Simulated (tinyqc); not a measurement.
## Charge needed for a dipole step

Two sheets of opposite charge dd apart with permittivity ei give the step D = q N dd/(eps0 ei).

Inputs (values chosen for the exercise):
- ei = 6.8 (relative permittivity inside the dipole layer)
- dd = 0.17 nm (thickness of the dipole layer)

Constants: q = 1.602176634e-19 C, eps0 = 8.8541878128e-14 F/cm where lengths are in cm. Results are converted to the units shown.

Results:
```
N (cm^-2)     D (V)  field (MV/cm)  moment (debye/nm^2, 1 D = 3.33564e-30 C m)
1e12       0.004524         0.2661                                     0.08165
2.7e12      0.01221         0.7185                                      0.2205
1.7e13      0.07690          4.524                                       1.388
4.5e13       0.2036          11.97                                       3.674
1.1e14       0.4976          29.27                                       8.982
2.9e14        1.312          77.17                                       23.68
```

Estimate the missing row, N = 6.8e12 cm^-2.

Computed row:
```
N (cm^-2)    D (V)  field (MV/cm)  moment (debye/nm^2, 1 D = 3.33564e-30 C m)
6.8e12     0.03076          1.810                                      0.5553
```

With this row back in the table: D is proportional to N, 0.1 V for 2.21e13 cm^-2. The same sheet as an uncompensated charge under 1 nm of a dielectric of permittivity 3.9 would shift the flat band by 1.03 V, and that shift would grow with thickness, which a dipole step does not. For N = 1.1e14, 2.9e14 the field exceeds 20 MV/cm; it acts over one bond length, where the sheet picture is only a bookkeeping device.

Numbers from tinyqc (`OMP_NUM_THREADS=1 python tinyqc.py 2410001 2410002 out.jsonl`; about 0.01 s on one thread of a shared Intel Xeon 2.30GHz).
